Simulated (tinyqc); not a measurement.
Nanowire ballistic transistor, top-of-the-barrier model: one step of the calculation.

At the top of the source barrier, states moving towards the drain are filled by the source (Fermi level 0) and states moving back by the drain (Fermi level -q Vd); nothing scatters. U is the shift of the band edge there, set by the capacitances CG, CD and CS (the total) and by the charge. Parabolic one-dimensional subband; the source is grounded.

Problem. Self-consistent potential at the barrier top. eta1 = -(E0 + U)/Vt, eta2 = eta1 - Vd/Vt, n = (N0/2)[F_(-1/2)(eta1) + F_(-1/2)(eta2)], F_(-1/2)(x) = (1/sqrt(pi)) int_0^infinity u^(-1/2)/(1 + exp(u - x)) du. U(out) = UL + q (n - n0)/CS. Newton step: U(new) = U + (U(out) - U)/(1 + CQ/CS), CQ = (q/Vt) dn/d(eta1) with both F' summed; F' = dF_(-1/2)/dx.

Inputs (values chosen for the exercise); mass and valleys close to those of silicon (two valleys): temperature T = 350 K; band edge at the barrier top above the source Fermi level at zero bias E0 = 0.15 eV; drain voltage Vd = 0.4 V.

Constants: q = 1.602176634e-19 C, kB = 1.380649e-23 J/K, Vt = kB T/q. Results are converted to the units shown.

U after iteration 1 = -0.16074259 eV
N0 = 4.3991085e6 cm^-1
CS = 2.3238388 pF/cm
n0 = 30292.944 cm^-1
UL = -0.4 eV

Find: eta1; eta2; n; U(out); CQ; U after iteration 2.

Solution.

eta1 = 0.35618
eta2 = -12.906
n = 1.6433e6 cm^-1
U(out) = -0.28879 eV
CQ = 4.8628 pF/cm
U after iteration 2 = -0.20215 eV

Program tinyqc, `OMP_NUM_THREADS=1 python tinyqc.py 2400074 2400075 out.jsonl`; Intel Xeon 2.30GHz, shared host, one thread, about 0.04 s.
